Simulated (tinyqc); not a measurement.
Metal-interlayer-semiconductor contact, depinning against tunnelling resistance: one step of the calculation.

Zero bias, n-type semiconductor. Gap states at the semiconductor surface thin out as exp(-be ti), which unpins the barrier; electrons must then cross the interlayer (a rectangular barrier, no voltage drop across it) and the parabolic depleted layer, both by WKB. Energies E are counted from the Fermi level; no image force, parabolic bands.

Question. Pinning, barrier and scales. S = 1/(1 + (1/S0 - 1) exp(-be ti)); phiB = S (phiM - chi) + (1 - S)(Eg - E0); xi = Ec - EF deep inside, from Nd = Nc F(-xi/Vt), F(x) = (2/sqrt(pi)) int_0^infinity sqrt(u) du/(1 + exp(u - x)); band bending U = phiB - xi; E00 = (hbar/2) sqrt(Nd/(eps0 eps_r mt m0)) in volts; A = 4 pi q mA m0 kB^2/h^3.

Values chosen for this exercise; semiconductor values close to those of silicon; interlayer mass of the order of that in silicon nitride, offset chosen freely:
- T = 250 K (temperature)
- Eg = 1.14 eV (band gap)
- eps_r = 11.6 (relative permittivity)
- chi = 4 eV (electron affinity)
- Nc = 2.13e19 cm^-3 (conduction-band density of states at T)
- mt = 0.193 m0 (tunnelling mass in the semiconductor)
- mA = 2.09 m0 (Richardson mass)
- Nd = 1.4e18 cm^-3 (donor density)
- E0 = 0.35 eV (charge-neutrality level above the valence band)
- S0 = 0.27 (pinning factor without interlayer)
- phiM = 4.48 eV (metal work function)
- ti = 0.7 nm (interlayer thickness)
- be = 4.8 1/nm (decay constant of gap states through the interlayer)

Constants: q = 1.602176634e-19 C, kB = 1.380649e-23 J/K, eps0 = 8.8541878128e-12 F/m, hbar = 1.054571817e-34 J s, h = 6.62607015e-34 J s, m0 = 9.1093837015e-31 kg, Vt = kB T/q. Results are converted to the units shown.

Find: S; phiB; xi; U; E00; A.

Answer.

S = 0.9141
phiB = 0.5066 eV
xi = 0.05815 eV
U = 0.4485 eV
E00 = 0.01468 eV
A = 251.2 A/(cm^2 K^2)

Program tinyqc, `OMP_NUM_THREADS=1 python tinyqc.py 2270167 2270168 out.jsonl`; Intel Xeon 2.30GHz, shared host, one thread, about 0.04 s.
